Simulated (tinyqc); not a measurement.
Inversion-layer mobility, back-scattering and ballistic limit of a field-effect transistor: one step, computed by the program tinyqc. Command: `OMP_NUM_THREADS=1 python tinyqc.py 3017742 3017743 out.jsonl mos walk`. One thread of a shared host (Intel(R) Xeon(R) Processor @ 2.30GHz), about 0.01 s of CPU time with the checks.

The charge at the top of the source barrier is fixed by the gate; series resistance and short-channel effects are left out. F_j are Fermi integrals normalised to exp(eta) in the classical limit.

Question. Effective mobility. mu_phonon = mu_ph (E_eff/1 MV/cm)^(-0.3) (T/300 K)^(-1.75); mu_rough = mu_sr (E_eff/1 MV/cm)^(-2); mu_Coulomb = mu_C (N_inv/1e12 cm^-2) (T/300 K); Matthiessen's rule adds 1/mu.

Inputs (values chosen for the exercise, modelled on a germanium p-channel):
```
quantity                                     value        unit
phonon mobility at 1 MV/cm and 300 K, mu_ph    270  cm^2/(V s)
roughness mobility at 1 MV/cm, mu_sr           300  cm^2/(V s)
Coulomb mobility at N_inv = 1e12/cm^2, mu_C    420  cm^2/(V s)
temperature T                                  400           K
```

Statistics at the top of the barrier: Fermi-Dirac.

inversion density N_inv = 2.228336e+12 1/cm^2

effective field E_eff = 0.1008844 MV/cm

Give: phonon part; roughness part; Coulomb part; effective mobility mu.

Answer.

phonon part = 324.8 cm^2/(V s)

roughness part = 29476 cm^2/(V s)

Coulomb part = 1248 cm^2/(V s)

effective mobility mu = 255.5 cm^2/(V s)

The phonon part is the lowest and holds 79 % of 1/mu.
